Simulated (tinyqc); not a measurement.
Relaxation at fixed composition: composition and strain of an epitaxial Si(1-x)Ge(x) layer from Raman and X-ray peaks. Computed by tinyqc, a small Python program. Command: `OMP_NUM_THREADS=1 python tinyqc.py 3025655 3025656 out.jsonl epiraman walk`. One thread of a shared host (Intel(R) Xeon(R) Processor @ 2.30GHz), about 0.01 s of CPU time with the checks.

A (001) layer, biaxially strained in the plane. The Raman peaks follow empirical lines omega = w0 + c1 x + c3 x^3 + b eps (c3 for Si-Ge alone), with eps the in-plane strain.

Inputs (values chosen for the exercise, modelled on silicon-germanium):
```
quantity                        value      unit
Ge fraction x                    0.58         -
lattice constant of Si          5.431  angstrom
lattice constant of Ge          5.658  angstrom
bowing B                         0.03  angstrom
2 C12/C11 of Si                 0.778         -
2 C12/C11 of Ge                 0.757         -
Si-Si: w0                       520.9      1/cm
Si-Si: c1                       -66.5      1/cm
Si-Si: strain coefficient b      -680      1/cm
Ge-Ge: w0                       280.3      1/cm
Ge-Ge: c1                        19.3      1/cm
Ge-Ge: strain coefficient b      -434      1/cm
X-ray wavelength             1.540598  angstrom
```

Substrate: silicon.

Method:
- Relaxed lattice constant a(x) = a_Si + (a_Ge - a_Si) x - B x (1 - x).
- In-plane constant a_par = a_sub + R (a(x) - a_sub); eps = a_par/a(x) - 1; eps_perp = -(2 C12/C11) eps with 2 C12/C11 linear in x; a_perp = a(x) (1 + eps_perp).
- (004) Bragg angle theta = arcsin(2 lambda/a), with a = a_perp for the layer and a_sub for the substrate; separation = layer less substrate. The apparent x is the one that a fully strained layer (R = 0) would need to give the same a_perp.

Signatures; columns: (1) R; (2) eps (per mille); (3) Si-Si (1/cm); (4) Ge-Ge (1/cm); (5) a_perp (angstrom); (6) (004) separation (arcsec); (7) apparent x if R = 0 is assumed:
```
(1)       (2)     (3)     (4)     (5)      (6)      (7)
0.00  -22.384  497.55  301.21  5.6506  -5472.8  0.58000
0.15  -19.027  495.27  299.75  5.6363  -5132.6  0.54473
0.30  -15.669  492.98  298.29  5.6220  -4790.3  0.50916
0.50  -11.192  489.94  296.35  5.6030  -4330.5  0.46125
0.70   -6.715  486.90  294.41  5.5839  -3866.9  0.41278
0.85   -3.358  484.61  292.95  5.5696  -3516.7  0.37604
1.00    0.000  482.33  291.49  5.5554  -3164.3  0.33895
```

What does the comparison show, and why?

Full relaxation moves the Si-Si peak by -15.22 per cm and shrinks the X-ray separation to 58 % of its strained value, about 1/(1 + 2 C12/C11). A symmetric reflection alone cannot part x from R: a relaxed layer read as strained gives x = 0.339 in place of 0.58. An asymmetric reflection or a second peak is needed.

Extremes, crossings and ranges named in words are read from the listed rows.
